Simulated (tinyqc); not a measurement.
Worked calculation: tight binding, honeycomb lattice. Computed by tinyqc, a small Python program that keeps every step. Settings: t1 = 1.26, t2 = 0, phi = -1.56, delta = 0, points = 6. Command: `OMP_NUM_THREADS=1 python tinyqc.py 26282 26283 out.jsonl` (the two numbers bound the seeds that draw the settings). One thread of a shared host (Intel(R) Xeon(R) Processor @ 2.60GHz), about 0.01 s of CPU time with the checks.

## Bloch Hamiltonian at k

Parameters chosen for this model:
```
parameter      value                        unit
t1          1.260000                 eV, nearest
t2                 0       eV, second neighbours
phi        -1.560000  rad, phase of t2 (Haldane)
delta              0          eV, +/- on A and B
```

k point k (fractions of the reciprocal vectors): [-0.1000, -0.3400]

H_AB = -t1 (1 + exp(-i k.a1) + exp(-i k.a2)); H_AA = delta - 2 t2 sum cos(k.b + phi), H_BB = -delta - 2 t2 sum cos(k.b - phi), b = a1, a2 - a1, -a2.

H(k) at k (eV), order A, B:
$$\begin{pmatrix}
0.0000 & -1.6042-1.8045i \\
-1.6042+1.8045i & 0.0000
\end{pmatrix}$$

## Levels at k

Diagonalise the Hermitian matrix.

eigenvalues (eV): [-2.4145, 2.4145]

weights |c|^2 of the basis functions, order A, B:
$$\begin{pmatrix}
0.5000 & 0.5000 \\
0.5000 & 0.5000
\end{pmatrix}$$

## Bloch Hamiltonian at K

k point K (fractions of the reciprocal vectors): [0.3333, 0.6667]

As before.

H(k) at K (eV), order A, B:
$$\begin{pmatrix}
0.0000 & 0.0000 \\
0.0000 & 0.0000
\end{pmatrix}$$

## Levels at K

As before.

eigenvalues (eV): [0.0000, 0.0000]

## Bands along a path

The same steps at evenly spaced points between the labelled ones.

Bands along the path (eV):
```
k           band 1  band 2
G          -3.7800  3.7800
G-K 0.20   -3.5621  3.5621
G-K 0.40   -2.9462  2.9462
G-K 0.60   -2.0387  2.0387
G-K 0.80   -0.9966  0.9966
K                0       0
K-M 0.20   -0.4262  0.4262
K-M 0.40   -0.7787  0.7787
K-M 0.60   -1.0421  1.0421
K-M 0.80   -1.2049  1.2049
M          -1.2600  1.2600
M-K' 0.20  -1.2049  1.2049
M-K' 0.40  -1.0421  1.0421
M-K' 0.60  -0.7787  0.7787
M-K' 0.80  -0.4262  0.4262
K'               0       0
```

With 1 band(s) filled, the highest filled level on these points lies at K and the lowest empty one at K: the bands touch or overlap, so there is no gap.
